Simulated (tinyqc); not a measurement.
Cluster expansion of a binary alloy: correlations, fit, cross-validation and ground states: one step, computed by the program tinyqc. Command: `OMP_NUM_THREADS=1 python tinyqc.py 3008917 3008918 out.jsonl clex walk`. One thread of a shared host (Intel(R) Xeon(R) Processor @ 2.30GHz), about 0.06 s of CPU time with the checks.

s = +1 for A and -1 for B. Energy per site E = J0 + J1 P(point) + sum over clusters of m V P, with P the mean product of spins; V > 0 on a pair favours unlike neighbours. Clusters per site m: pair 1 4, pair 2 3, pair 3 6, triplet 12; the triplet is two first-neighbour bonds closed by a second-neighbour bond. Formation energies are counted from the line between pure A and pure B, which removes J0 and J1.

Question. Normal equations for V1, V2, Vt. Leave out pair 3: A = X^T X and b = X^T E (E being the data with noise) over these three columns; solve A V = b. The root-mean-square error runs over the structures between the pure ends.

Lattice: bcc.

X, rows A, A3B D0_3, A3B (001) layers, A2B C11_b, AB B2, AB B32, A2B2 B11, AB (110) layers, AB2 C11_b, AB3 D0_3, AB3 (001) layers, B, columns pair 1, pair 2, pair 3, triplet:
```
[[0.00000, 0.00000, 0.00000, 0.00000],
 [-4.00000, -3.00000, 0.00000, -12.00000],
 [-4.00000, -1.00000, -4.00000, -4.00000],
 [-5.33333, -1.33333, -5.33333, -5.33333],
 [-8.00000, 0.00000, 0.00000, 0.00000],
 [-4.00000, -6.00000, 0.00000, 0.00000],
 [-4.00000, -2.00000, -8.00000, 0.00000],
 [-4.00000, -4.00000, -8.00000, 0.00000],
 [-5.33333, -1.33333, -5.33333, 5.33333],
 [-4.00000, -3.00000, 0.00000, 12.00000],
 [-4.00000, -1.00000, -4.00000, 4.00000],
 [0.00000, 0.00000, 0.00000, 0.00000]]
```

data (meV/site): A 0.0000, A3B D0_3 46.5392, A3B (001) layers 60.2518, A2B C11_b 85.6398, AB B2 146.4616, AB B32 33.9800, A2B2 B11 75.2949, AB (110) layers 53.5389, AB2 C11_b 83.8825, AB3 D0_3 73.9808, AB3 (001) layers 80.6022, B 0.0000

Give: matrix A; b; fitted V1, V2, Vt; root-mean-square error of the three-cluster fit.

Answer.

matrix A, rows V1, V2, Vt:
```
[[232.89, 94.22, 0.00],
 [94.22, 79.56, 0.00],
 [0.00, 0.00, 376.89]]
```

b (meV): [-3772.6, -1297.1, 401.3]

fitted V1, V2, Vt (meV): [-18.437, 5.532, 1.065]

root-mean-square error of the three-cluster fit = 6.8602 meV/site
